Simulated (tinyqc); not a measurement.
Six-transistor SRAM cell, nodal equations and margins: one step of the calculation.

Two cross-coupled inverters (pull-down bn, pull-up bp) hold the nodes Q and QB; access transistors (ba, threshold VTn, gate on the word line at Vdd when selected) join them to the bit lines. Transistor (EKV form, voltages against the body): I = 2 n b Vt^2 [F(vp - Vs) - F(vp - Vd)] from drain to source, F(v) = ln^2(1 + exp(v/(2 Vt))), vp = (Vg - VT + sg |Vd - Vs|)/n. n-channel bodies are at 0; for the p-channel device all voltages are counted down from Vdd. b in uA/V^2 gives I in uA. For an access transistor the bit line is the drain and the node the source. In a read both bit lines are at Vdd. The cell is symmetric (no mismatch).

Task. Node voltages in a read by Newton steps. F1 = In(gate QB, drain Q) - Ip(gate QB, drain Q) - Ia(bit line, Q), F2 the same with Q and QB exchanged; J by central differences with +/- 1e-6 V; solve J d = -F, limit each component to +/- 0.15 V and add.

Inputs (values chosen for the exercise):
- T = 300 K (temperature)
- Vdd = 0.8 V (supply voltage)
- n = 1.16 (slope factor)
- sg = 0.066 (drain-induced barrier lowering)
- VTn = 0.41 V (n-channel threshold)
- VTp = 0.34 V (p-channel threshold (magnitude))
- bn = 210 uA/V^2 (gain factor of the pull-down transistor)
- ba = 84 uA/V^2 (gain factor of the access transistor)
- bp = 120 uA/V^2 (gain factor of the pull-up transistor)

Constants: q = 1.602176634e-19 C, kB = 1.380649e-23 J/K, Vt = kB T/q. Results are converted to the units shown.

(Q, QB) after iteration 1 (V): Q 0.05863870, QB 0.79999988

Find: F1, F2; J; (Q, QB) after iteration 2.

Result.

F1, F2 (uA): -0.56251  0.00001

J (uS):
```
	Q	QB
F1	101.88	12.44
F2	0.00	48.11
```

(Q, QB) after iteration 2 (V): Q 0.06416, QB 0.80000

tinyqc, about 0.2 s, one thread, Intel Xeon 2.30GHz (shared host): `OMP_NUM_THREADS=1 python tinyqc.py 2340148 2340149 out.jsonl`
